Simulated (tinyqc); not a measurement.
## Input admittance of a MOSFET at zero drain bias: distributed channel and distributed gate: input impedance against frequency

Source and drain grounded, strong inversion, w = 2 pi f, Cox = eps0 eox/tox. The channel is an RC line of resistance 1/(mu Cox Vo) per square fed from both ends, so one finger has the intrinsic admittance y = i w Cox L tanh(g)/g per width, g = (1/2) sqrt(i w tau), tau = L^2/(mu Vo). The vertical resistance rv/L is in series with y, the overlaps 2 i w Cov in parallel: y_t = 1/(1/y + rv/L) + 2 i w Cov. The gate strip is a line of Rsh/L per length loaded by y_t, so a finger has Y = y_t Wf tanh(k)/k, k = (Wf/sd) sqrt(y_t Rsh/L); the device has Nf Y.

Low-frequency limits, with c = Cox L and ct = c + 2 Cov: R_strip = Rsh Wf/(3 sd^2 L Nf), R_ch = (c/ct)^2 L/(12 mu Cox Vo Wf Nf), R_vert = (c/ct)^2 rv/(L Wf Nf), C = ct Wf Nf. Z = 1/(Nf Y) = R + 1/(i w C), Q = |Im Z|/R, far-point signal |1/cosh k|.

Values chosen for this exercise; values of the order met in silicon radio-frequency transistors: relative permittivity of the gate insulator (close to silicon dioxide) eox = 3.9; insulator thickness tox = 1.9 nm; channel length L = 1.3 um; finger width Wf = 17 um; number of fingers Nf = 32; channel mobility mu = 140 cm^2/(V s); gate overdrive Vo = 0.47 V; sheet resistance of the gate Rsh = 14 ohm/square; vertical resistivity of the gate stack rv = 0 ohm um^2; number of ends at which a finger is contacted sd = 1; overlap and fringe capacitance on each side Cov = 0.17 fF/um.

Constants: eps0 = 8.8541878128e-14 F/cm where lengths are in cm. Results are converted to the units shown.

The same in every row: low-frequency R (ohm) = 3.525.

Input impedance against frequency:
```
f (GHz),w tau,|k|,R (ohm),C (fF),Q,signal at the far point
0.01,0.01614,0.06846,3.525,1.304e4,346.3,1.000
0.03,0.04841,0.1186,3.525,1.304e4,115.4,1.000
0.09,0.1452,0.2054,3.525,1.304e4,38.48,0.9996
0.2,0.3228,0.3061,3.525,1.303e4,17.32,0.9980
0.7,1.130,0.5710,3.519,1.298e4,4.976,0.9768
2,3.228,0.9453,3.482,1.263e4,1.810,0.8535
5,8.069,1.359,3.349,1.124e4,0.8459,0.5992
10,16.14,1.619,3.149,8844,0.5714,0.4493
40,64.55,2.183,2.349,3538,0.4788,0.2710
```

What does the table show?

R falls from 3.53 to 2.35 ohm and C falls from 13000 to 3540 fF. Q goes as f^(-1.00) between the first two rows and f^(-0.13) between the last two, where w tau = 64.6 and |k| = 2.18. The low-frequency limits hold both R and C within 5 % up to f = 2 GHz among the rows.

tinyqc, about 0.01 s, one thread, Intel Xeon 2.30GHz (shared host): `OMP_NUM_THREADS=1 python tinyqc.py 2262023 2262024 out.jsonl`
